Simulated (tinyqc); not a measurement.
Comparisons within one model: band offset of a heterojunction with an interface dipole (two-band chains, self-consistent charge). A value that a table varies takes the place of the one given here.

Sites alternate A, C. Left: A at -G1/2, C at +G1/2, hopping -t1; right: A at D - G2/2, C at D + G2/2, hopping -t2; the bonds across the two interfaces of a ring (C left to A right, C right to A left) have -sqrt(t1 t2). D is the offset of the mid-gaps, so Ev(right) - Ev(left) = D - (G2 - G1)/2 and Ec(right) - Ec(left) = D + (G2 - G1)/2. The closing bond has its sign reversed (antiperiodic ring). Half the levels are filled with two electrons each. The charge moved is q = (electrons on the left) less one a site; the mean over the two interfaces, q/2, is taken as the charge that crosses each, and its dipole opposes the offset: D = D0 - u q/2.

From here on the ring has 24 cells a side.

Values chosen for the exercise (gaps near those of Si and HfO2; the chains and D0 are free models, so the offsets are not those of the real pair; shifted at random, so the results belong to these values and not to a real crystal): G1 = 1.15 eV (gap on the left); G2 = 5.65 eV (gap on the right); t1 = 2.69 eV (hopping on the left); t2 = 2.73 eV (hopping on the right); u = 4 eV (potential step per electron moved across); D0 = -1.56 eV (mid-gap of the right side above that of the left, without dipole).

## Where the moved charge sits

D = -1.18803 eV

Electrons in cell k from an interface at the self-consistent D, less those at D = 0. Interface 1 joins C left to A right, interface 2 C right to A left. The decay lengths 1/(2 kappa a) are those of mid-gap states, cosh(kappa a) = 1 + G^2/(8 t^2).

Change of the electron count:
```
k  left of 1  right of 1  left of 2  right of 2
1   -0.03678     0.06458   -0.05868     0.09855
2   -0.01566     0.00750   -0.02394     0.01233
3   -0.00852     0.00097   -0.01259     0.00164
4   -0.00489     0.00013   -0.00710     0.00022
5   -0.00289     0.00002   -0.00414     0.00003
6   -0.00173     0.00000   -0.00247     0.00000
```

decay lengths (cells): left 2.344, right 0.503

How do the results move?

Over six cells interface 1 moves -0.0705 electrons to the left side and +0.0732 to the right, interface 2 -0.1089 and +0.1128: each change is a dipole, and the two differ because the bonds join different sites. The first cells hold 71 % of it at interface 1. The tail is longer on the left, where the gap is smaller against the hopping: from k = 2 to 4 it falls by a factor 3.2, and pure mid-gap decay would give 2.35; the exponential carries a prefactor that falls as a power of the distance, so the first cells drop faster.

## Screening of the starting offset

chi = 0.149404 1/eV

D0 is varied; the self-consistent D is found by bisection. chi = dq/dD at D = 0; the linear rule is D = S D0 with S = 1/(1 + u chi/2). The gap of the junction closes (type III) at |D| = (G1 + G2)/2.

Against D0:
```
2 D0/(G1 + G2)  D0 (eV)  q at D0   D (eV)    D/D0  linear (eV)
-0.85            -2.890  -0.5702  -2.1444  0.7420      -2.2251
-0.55            -1.870  -0.3135  -1.4174  0.7580      -1.4398
-0.30            -1.020  -0.1577  -0.7817  0.7663      -0.7853
-0.15            -0.510  -0.0769  -0.3922  0.7690      -0.3927
0.10              0.340   0.0510   0.2616  0.7695       0.2618
0.25              0.850   0.1301   0.6523  0.7674       0.6544
0.50              1.700   0.2794   1.2920  0.7600       1.3089
0.80              2.720   0.5191   2.0266  0.7451       2.0942
0.95              3.230   0.6917   2.3753  0.7354       2.4869
```

How do the results move?

D/D0 lies between 0.735 and 0.770, against S = 0.770 from chi at D = 0; the linear rule misses by at most 112 meV. q is odd in D. Less than half of the starting offset is screened, so the natural line-up still counts most.

## Wider gaps screen less

G2 is varied. chi = (q(+0.01) - q(-0.01))/0.02 at D = 0, S = 1/(1 + u chi/2).

Against G2:
```
G2 (eV)  chi (1/eV)       S
0.7         0.57568  0.4648
1.1         0.47324  0.5137
1.5         0.40394  0.5531
2.3         0.31306  0.6150
3.4         0.23672  0.6787
5.5         0.15365  0.7649
7.0         0.11741  0.8098
9.0         0.08447  0.8555
```

How do the results move?

chi falls from 0.5757 to 0.0845 1/eV, a factor 6.8, and S rises from 0.465 to 0.855: charge crosses through the tails of states that tunnel into the other gap, and these shorten as the gap widens. u is kept fixed, though a wider gap also screens less and would raise it.

## What each parameter does

Self-consistent D by bisection, q there, and the two offsets. Each row changes one parameter from the base and keeps the others.

Results:
```
case             D (eV)        q  valence offset (eV)  conduction offset (eV)
base            -1.1880  -0.1860              -3.4380                  1.0620
G1 = 1.322 eV   -1.1969  -0.1815              -3.3609                  0.9671
G2 = 6.497 eV   -1.2299  -0.1651              -3.9034                  1.4436
t1 = 3.093 eV   -1.1852  -0.1874              -3.4352                  1.0648
t2 = 3.139 eV   -1.1839  -0.1880              -3.4339                  1.0661
D0 = -1.794 eV  -1.3615  -0.2163              -3.6115                  0.8885
u = 4.6 eV      -1.1479  -0.1792              -3.3979                  1.1021
```

What does this show?

The largest shifts from the base row, up to three for each result and ties (the steps differ in size, so this ranks the rows, not the parameters). D (eV): D0 -0.1734, G2 -0.0419, u +0.0401. q: D0 -0.0303, G2 +0.0209, u +0.0068. valence offset (eV): G2 -0.4654, D0 -0.1734, G1 +0.0771. conduction offset (eV): G2 +0.3816, D0 -0.1734, G1 -0.0949.

Program tinyqc; command `OMP_NUM_THREADS=1 python tinyqc.py 1451938 1451939 out.jsonl`; about 0.4 s on one thread of a shared Intel(R) Xeon(R) Processor @ 2.30GHz.
